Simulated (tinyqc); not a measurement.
Mesh size and shift: special k points of the hexagonal lattice.

Lattice vectors in units of a: a1 = (1, 0), a2 = (-1/2, sqrt(3)/2); reciprocal vectors b_i with a_i . b_j = 2 pi delta_ij. Mesh: k = sum_i f_i b_i with f_i = (2 j_i + shift)/(2 N), j_i = 0 .. N-1. The point group of the lattice has 12 operations; only those that map the mesh onto itself are used.

A_m(k) = sum over the m-th star of lattice vectors R of cos(k . R), stars in order of length: m = 1: |R|^2 = 1, 6 vectors, such as (1, 1) in the basis a_i; m = 2: |R|^2 = 3, 6 vectors, such as (2, 1) in the basis a_i; m = 3: |R|^2 = 4, 6 vectors, such as (2, 2) in the basis a_i; m = 4: |R|^2 = 7, 12 vectors, such as (3, 2) in the basis a_i; m = 5: |R|^2 = 9, 6 vectors, such as (3, 3) in the basis a_i; m = 6: |R|^2 = 12, 6 vectors, such as (4, 2) in the basis a_i. The zone mean of every A_m is zero.

Test function, the lower band of a two-band insulator: E(k) = -sqrt(D^2 + (e0 - t A_1(k))^2).

Values chosen for the exercise:
- D = 2.77 eV (half gap term)
- t = 0.54 eV (coupling)
- e0 = 1.74 eV (offset)

Errors of the mean of E against the unshifted mesh with N = 96. The fifth column is |R|^2 of the shortest star with a non-zero mean.

Meshes:

| mesh | points | irreducible | operations | \|R\|^2 missed | error (meV) |
|---|---|---|---|---|---|
| 2 Gamma | 4 | 2 | 12 | 4.00 | -260.572 |
| 2 shifted | 4 | 2 | 4 | 4.00 | 91.394 |
| 3 Gamma | 9 | 3 | 12 | 9.00 | -6.862 |
| 3 shifted | 9 | 4 | 4 | 9.00 | 2.134 |
| 4 Gamma | 16 | 4 | 12 | 16.00 | 3.402 |
| 4 shifted | 16 | 6 | 4 | 16.00 | -1.127 |
| 5 Gamma | 25 | 5 | 12 | 25.00 | 0.113 |
| 5 shifted | 25 | 9 | 4 | 25.00 | -0.038 |
| 6 Gamma | 36 | 7 | 12 | 36.00 | -0.115 |
| 6 shifted | 36 | 12 | 4 | 36.00 | 0.038 |
| 8 Gamma | 64 | 10 | 12 | >36 | 0.005 |
| 8 shifted | 64 | 20 | 4 | >36 | -0.002 |
| 10 Gamma | 100 | 14 | 12 | >36 | 0.000 |
| 10 shifted | 100 | 30 | 4 | >36 | 0.000 |

reference mean = -3.49161 eV

How do the results move, and what explains it?

The shifted mesh has the smaller error for 6 of 7 values of N and the larger for 0; the rest agree at the printed digits. The cheapest mesh within 1 meV is 5 Gamma, with 5 irreducible points. A mesh misses the lattice vectors N (n1 a1 + n2 a2 + ...); the half shift gives each the sign (-1)^(n1 + n2 + ...), so the 6 shortest ones add up to -2 in place of 6. The shift lowers the symmetry; it leaves more irreducible points for N = 3, 4, 5, 6, 8 and 10.

Program tinyqc; command `OMP_NUM_THREADS=1 python tinyqc.py 1681777 1681778 out.jsonl`; about 0.09 s on one thread of a shared Intel(R) Xeon(R) Processor @ 2.30GHz.
